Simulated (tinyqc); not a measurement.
What moves the response: phonon-assisted absorption at an indirect gap.

alpha(E) = sum_j A_j [N_j (E - Eg + w_j)^2 + (N_j + 1)(E - Eg - w_j)^2], each bracket counted only where its base is positive; N_j = 1/(exp(w_j/kB T) - 1). The first term absorbs a phonon and the second emits one; excitons and direct transitions are left out.

Photodiode (Gaertner form with a dead layer): QE = (1 - R) exp(-alpha xj) [1 - exp(-alpha W)/(1 + alpha L)], R = ((nr - 1)/(nr + 1))^2; responsivity = QE/E in A/W for E in eV.

Constants: kB = 8.617333262e-05 eV/K.

Values chosen for the exercise (loosely those of GaP at room temperature; Eg is not tied to T; shifted at random, so the results belong to these values and not to a real crystal): Eg = 2.241 eV (indirect gap, held fixed unless listed); w = (45.2, 13.2) meV (two zone-edge phonons); A = (6500, 340) 1/(cm eV^2) (their strengths); T = 300 K; E = 2.212 eV (photon energy); nr = 3.47 (refractive index); xj = 0.16 micrometre (dead layer at the surface); W = 15 micrometre (depleted width); L = 39 micrometre (minority diffusion length below it).

At the energy E. Each row changes one parameter from the base and keeps the others.

Results:
```
case                  alpha (1/cm)      QE
base                        0.3595  0.0013
Eg = 2.221 eV                1.804  0.0067
T = 350 K                   0.4908  0.0018
W = 30 micrometre           0.3595  0.0017
L = 19.5 micrometre         0.3595  0.0009
xj = 0.32 micrometre        0.3595  0.0013
nr = 3.64                   0.3595  0.0013
```

The largest shifts from the base row, up to three for each result and ties (the steps differ in size, so this ranks the rows, not the parameters). alpha (1/cm): Eg +1.44, T +0.131; unchanged at the printed digits by W, L, xj and nr. QE: Eg +0.0054, T +0.0005, L -0.0005; unchanged at the printed digits by xj and nr.

Run: tinyqc, `OMP_NUM_THREADS=1 python tinyqc.py 1682394 1682395 out.jsonl`; Intel(R) Xeon(R) Processor @ 2.30GHz, one thread, shared host; about 0.01 s of CPU time with all checks.
